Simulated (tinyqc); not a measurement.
UHF in the sto-3g basis, for H6, spin multiplicity 1, step by step. This run ends on a higher stationary point, not on the lowest solution. Computed by tinyqc, a small Python program that keeps every step (integrals from PySCF). Settings: charge = 0, multiplicity = 1, basis = sto-3g, energy threshold = 1e-09, iteration cap = 72, orthogonalisation = canonical, start = core, DIIS depth = 4, method = UHF, break = 0.2. Command: `OMP_NUM_THREADS=1 python tinyqc.py 31148 31149 out.jsonl` (the two numbers bound the seeds that draw the settings). One thread of a shared host (Intel(R) Xeon(R) Processor @ 2.60GHz), about 0.1 s of CPU time with the checks.

Geometry (angstrom):
```
atom        x        y        z
H     0.00000  0.00000  0.00000
H     0.00000  0.00000  1.21500
H     0.00000  0.00000  2.67400
H     0.00000  0.00000  3.88900
H     0.00000  0.00000  5.34800
H     0.00000  0.00000  6.56400
```

Stop when the energy changes by less than 1e-09 hartree and every element of the error matrix X^T (F D S - S D F) X (for each spin) is below 9e-06.

Course of the cycle:
```
iteration  E (hartree)     change  largest element of the error matrix
1           -2.5514556          -                             2.29e-01
2           -2.9757481  -4.24e-01                             6.94e-02
3           -2.9956746  -1.99e-02                             1.10e-02
4           -2.9979026  -2.23e-03                             4.67e-03
5           -2.9982017  -2.99e-04                             5.23e-03
6           -2.9968233   1.38e-03                             2.39e-03
7           -2.9965483   2.75e-04                             1.17e-03
8           -2.9965613  -1.30e-05                             1.02e-03
9           -2.9966008  -3.95e-05                             8.19e-04
10          -2.9966756  -7.48e-05                             1.79e-04
11          -2.9966781  -2.46e-06                             6.01e-05
12          -2.9966781  -6.20e-08                             6.42e-05
13          -2.9966781  -2.87e-09                             6.46e-05
14          -2.9966781   4.62e-08                             6.03e-05
15          -2.9966780   8.12e-08                             5.77e-05
16          -2.9966780  -4.78e-09                             4.92e-05
17          -2.9966779   7.57e-08                             1.56e-05
18          -2.9966779   2.06e-09                             1.28e-05
19          -2.9966779  -1.71e-09                             1.27e-05
20          -2.9966779   9.67e-09                             1.21e-05
21          -2.9966779   2.49e-08                             4.20e-06
22          -2.9966779   1.90e-09                             4.04e-06
23          -2.9966779  -1.43e-10                             4.03e-06
```

Can the last value be used, and what does the course show?

No, though the log alone does not show it. Converged in 23 iterations. But the solution lies 0.02006 hartree above the reference: it is another stationary point, not the lowest one. Reruns (cap 100 unless said): DIIS 8: converged in 15 to a higher stationary point; damping 0.5: not converged; level shift 0.5: converged in 88; atomic densities as start, DIIS 8: converged in 9 to a higher stationary point. PySCF UHF in the same basis, after a stability check = -3.0167361 hartree.
